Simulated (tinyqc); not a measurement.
Thin (001) film in sp3s* tight binding with raised dangling bonds: sweeps and comparisons. A value that a table varies takes the place of the one given here.

Planes alternate anion (a), cation (c) along [001], a/4 apart, starting with an anion; zero in-plane momentum; levels counted from the bulk Ev, the lower root of [[Epa, Vxx], [Vxx, Epc]]; no spin-orbit coupling. Block of s, pz, s*: from an anion to the cation above, Vss/2 (s,s), Vsapc/2 (s,z), -Vscpa/2 (z,s), Vxx/2 (z,z), Vxapc/2 (s*,z), -Vpaxc/2 (z,s*); to the cation below the same with the s-z and s*-z signs reversed. Block of u = (px + py)/sqrt2 and v = (px - py)/sqrt2: to the cation above (Vxx + Vxy)/2 for u and (Vxx - Vxy)/2 for v, to the cation below the reverse. Each surface atom has two dangling sp3 hybrids; raising both by dl adds (dl/2) [[1, t], [t, 1]] to its s, pz levels (t = -1 at the bottom face, +1 at the top) and dl to the one of u, v in whose plane the missing bonds lie (v for a bottom anion or a top cation, u for a top anion).

Parameters, chosen for this exercise (near a published set for AlAs, fitted to gaps, whose masses and valley positions are rough; the results hold for these values, not for the real material): p = (-7.513, 0.994, -1.174, 3.609, 7.422, 6.69, -6.586, 1.879, 4.271, 5.086, 5.477, 4.478, 4.962) eV (order Esa, Epa, Esc, Epc, Exa, Exc, Vss, Vxx, Vxy, Vsapc, Vscpa, Vxapc, Vpaxc); Nw = 24 (planes in the thicker film); a = 5.665 angstrom (lattice constant); dp = 30 eV (value of dl for the passivated films); Ns = (8, 11, 16, 17, 29, 32, 53, 65) (numbers of planes).

## States in the gap of a film

edges (eV): Gamma 2.95312, Delta 2.27105

Levels between 0 and the lower bulk edge, the largest weight on the two outer planes of both faces among them, and the nearest levels outside, for several shifts dl.

Film of Nw planes:
```
dl (eV)  levels in the gap              at (eV)  surface weight  next above (eV)  next below (eV)
0                        3  0.062, 0.982, 1.334            0.85           2.2880          -0.0422
1                        3  0.332, 1.854, 1.927            0.89           2.2881          -0.0422
2                        1                0.732            0.67           2.2824          -0.0422
3                        1                1.211            0.73           2.2878          -0.0422
5                        1                2.174            0.70           2.2882          -0.0422
10                       0                    -               -           2.2879          -0.0422
30                       0                    -               -           2.2879          -0.0422
100                      0                    -               -           2.2879          -0.0422
```

Can the levels of the bare film be read as confined subbands?

No: with bare surfaces (dl = 0) 3 levels lie in the bulk gap, with up to 85 % of the weight on the four outer planes, two a face, where an even spread gives 17 %; these are dangling-bond states, not subbands. The reruns show the bulk gap clear from dl = 10 eV on, and at dl = 30 eV the next level above lies 0.0 meV from its value at 100 eV.

## Gap against thickness

Passivated films (finite dp, so levels can still be some meV from their limit), thickness N a/4. Highest level below mid-gap (either block) and the two lowest above it. The exponents are -d ln(shift)/d ln N between the sixth and the last film, for the valence level and for the lowest conduction level.

Levels (eV):
```
N   thickness (angstrom)      Ev1     Ec1     Ec2     gap
8                  11.33  -0.2397  2.4274  2.6409  2.6670
11                 15.58  -0.1758  2.3333  2.4627  2.5091
16                 22.66  -0.0838  2.2985  2.3501  2.3823
17                 24.08  -0.0843  2.2954  2.3300  2.3797
29                 41.07  -0.0323  2.2825  2.2859  2.3148
32                 45.32  -0.0253  2.2806  2.2841  2.3059
53                 75.06  -0.0104  2.2750  2.2756  2.2854
65                 92.06  -0.0070  2.2738  2.2740  2.2808
```

exponents: valence 1.81, conduction 1.77

What does this show, and why?

The gap is 2.667 eV at 11.3 angstrom and 2.281 eV at 92.1, against 2.271 eV in the bulk along this line. At 17 planes the conduction side gives 24 meV of the widening and the valence side 84 meV. A hard-walled parabolic band has exponent 2; departures come from the offset between N a/4 and the effective width, from non-parabolicity and from the termination (odd and even N end differently: in the direction of the bond rows at the two faces and, in a compound, in the kind of atom), which also makes single steps in N uneven. Ec1 and Ec2 come from the neighbourhood of X.

## What each change does

A film of Nw planes with shift dp: highest level below mid-gap (half the lower bulk edge) and the two lowest above. Each row changes one parameter from the base and keeps the others.

Results:
```
case        Ev1 (eV)  Ec1 (eV)  Ec2 (eV)
base         -0.0422    2.2879    2.2912
Nw = 26      -0.0367    2.2864    2.2875
dp = 15 eV   -0.0422    2.2879    2.2911
```

What does this show?

The largest shifts from the base row, up to three for each result and ties (the steps differ in size, so this ranks the rows, not the parameters). Ev1 (eV): Nw +0.0055; unchanged at the printed digits by dp. Ec1 (eV): Nw -0.0015; unchanged at the printed digits by dp. Ec2 (eV): Nw -0.0037, dp -0.0001. An odd change of Nw also changes which atoms end the film, so levels need not move as thickness alone would move them; the row for dp shows how far the passivation is from converged.

Computed by tinyqc, a small Python program: `OMP_NUM_THREADS=1 python tinyqc.py 1452379 1452380 out.jsonl` (the numbers bound the seed that draws the inputs); one thread of a shared host (Intel(R) Xeon(R) Processor @ 2.30GHz), about 0.4 s for the whole set of steps.
